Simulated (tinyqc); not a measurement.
# Vertical double-diffused power MOSFET, components of the on-resistance, step by step

Numbers from tinyqc (`OMP_NUM_THREADS=1 python tinyqc.py 2230148 2230149 out.jsonl`; about 0.01 s on one thread of a shared Intel Xeon 2.30GHz). Printed values are rounded.

Stripe cells of pitch Wp + a, two channels a cell. Current flows through the channels, spreads in the accumulation layer, passes the gap between the p bodies and spreads at 45 degrees into the drift layer below them. Low drain voltage, full ionisation.

Values chosen for this exercise; bulk values close to those of silicon:
- T = 350 K (temperature)
- eps_r = 11.8 (relative permittivity)
- Kc = 4170 V/cm per (cm^-3)^(1/8) (critical-field constant)
- BV = 30 V (rated breakdown voltage of the drift layer)
- mud = 1230 cm^2/(V s) (drift mobility at 300 K)
- bt = 2.5 (temperature exponent of the drift mobility)
- tox = 40 nm (gate oxide thickness (eps_r 3.9))
- Vov = 4 V (gate overdrive)
- mch = 300 cm^2/(V s) (channel mobility)
- mac = 590 cm^2/(V s) (accumulation-layer mobility)
- Lc = 1.2 um (channel length)
- Wp = 3.9 um (width of the p body in one cell, channels included)
- a = 2.2 um (gap between neighbouring p bodies)
- xp = 1.5 um (depth of the p body)
- Nj = 2 (doping of the gap over the drift doping)
- Vbi = 0.766 V (built-in voltage of the body junction)
- Rs = 0.066 mohm cm^2 (substrate and contact resistance)

Constants: q = 1.602176634e-19 C, eps0 = 8.8541878128e-14 F/cm where lengths are in cm. Results are converted to the units shown.

## Drift layer

Triangular field at breakdown with Ec = Kc N^(1/8): BV = eps0 eps_r Ec^2/(2 q N), so N = (eps0 eps_r Kc^2/(2 q BV))^(4/3); W = 2 BV/Ec; mu = mud (T/300 K)^(-bt); rho = 1/(q mu N); ideal resistance rho W.

drift doping N = 2.33662e16 cm^-3
Ec = 0.463671 MV/cm
drift thickness W = 1.29402 um
electron mobility mu at T = 836.639 cm^2/(V s)
drift resistivity rho = 0.319274 ohm cm
ideal resistance = 0.0413147 mohm cm^2

## Components of the on-resistance

Pitch p = Wp + a, Cox = 3.9 eps0/tox; zero-bias depletion in the gap w0 = sqrt(2 eps0 eps_r Vbi/(q N Nj)), open gap g = a - 2 w0; R_ch = Lc p/(2 mch Cox Vov); R_acc = 0.6 a p/(4 mac Cox Vov), 0.6 being an empirical factor for current leaving the layer along its length; R_gap = (rho/Nj) xp p/g; spreading depth t = min(W, (p - g)/2); R_drift = (rho p/2) ln((g + 2 t)/g) + rho (W - t); R_on = the sum with Rs.

w0 = 0.146211 um
g = 1.90758 um
components (mohm cm^2): channel 0.353302, accumulation 0.0988049, gap 0.0765724, drift 0.0834796, substrate 0.066
R_on = 0.678159 mohm cm^2
shares (%): channel 52.0973, accumulation 14.5696, gap 11.2912, drift 12.3097, substrate 9.7322

The channel term is the largest. R_on is 16.4 times the ideal drift resistance rho W, and spreading raises the drift term to 2.02 times it.
